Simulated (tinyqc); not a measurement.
Quantum well in an electric field by finite differences: one step. Lowest levels on the coarse grid. Two cases, with inputs chosen for the exercise.

Task: Diagonalise the symmetric tridiagonal matrix; give the three lowest levels and the weights u_i^2 (sum 1) of the two lowest.

Case 1.

diagonal H_ii (eV): [0.540390, 0.548890, 0.581651, 0.325644, 0.369375, 0.377875, 0.386375, 0.394875, 0.368144, 0.641151, 0.625390, 0.633890]

H_(i,i+1) (eV): [-0.131570, -0.131570, -0.155831, -0.191063, -0.191063, -0.191063, -0.191063, -0.191063, -0.155831, -0.131570, -0.131570]

Case 2.

diagonal H_ii (eV): [1.309859, 1.325459, 1.407030, 0.593952, 0.756902, 0.772502, 0.788102, 0.656352, 1.500630, 1.450259, 1.465859]

H_(i,i+1) (eV): [-0.172929, -0.172929, -0.238900, -0.386251, -0.386251, -0.386251, -0.386251, -0.238900, -0.172929, -0.172929]

Give: levels; weights on the points.

Result:

Case 1.

levels (eV): [0.0252, 0.1085, 0.2341]

weights on the points, rows level 1, level 2:
```
[[0.000, 0.001, 0.012, 0.131, 0.231, 0.254, 0.202, 0.119, 0.048, 0.003, 0.000, 0.000],
 [0.000, 0.003, 0.030, 0.225, 0.159, 0.005, 0.090, 0.256, 0.210, 0.021, 0.002, 0.000]]
```

Case 2.

levels (eV): [0.0623, 0.2762, 0.6294]

weights on the points, rows level 1, level 2:
```
[[0.000, 0.000, 0.005, 0.167, 0.266, 0.271, 0.194, 0.094, 0.003, 0.000, 0.000],
 [0.000, 0.000, 0.014, 0.297, 0.141, 0.006, 0.226, 0.304, 0.012, 0.000, 0.000]]
```

Computed by tinyqc, one run a case: `OMP_NUM_THREADS=1 python tinyqc.py N N+1 out.jsonl` with N = 1280564, 1280803; one thread of a shared Intel(R) Xeon(R) Processor @ 2.30GHz, about 0.04 s a run at most.
